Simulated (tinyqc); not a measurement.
# Depth and level of a trap from the time ratio

Question. For an oxide trap tc/te = exp(E/Vt) with E = E0 - dpsi - (xt/tox)(Vg - VT - dpsi), dpsi being the rise of the surface potential above its value at threshold. Find xt and E0, and the depth that would be read if dpsi were ignored.

Inputs (values chosen for the exercise): temperature T = 200 K; insulator thickness tox = 1.6 nm.

Constants: q = 1.602176634e-19 C, kB = 1.380649e-23 J/K, Vt = kB T/q. Results are converted to the units shown.

Vg - VT (V): 0.14  0.29
tc/te: 4.3710411  0.050448250
dpsi (V): 0.036890876  0.050886747

Answer. E + dpsi is a straight line in the oxide voltage Vg - VT - dpsi with slope -xt/tox and intercept E0. Ignoring dpsi assigns the motion of the bands to the trap and overstates its depth.

xt = 0.740 nm
E0 = 0.110 eV
depth read without dpsi = 0.820 nm

Numbers from tinyqc (`OMP_NUM_THREADS=1 python tinyqc.py 2710027 2710028 out.jsonl`; about 0.01 s on one thread of a shared Intel Xeon 2.30GHz).
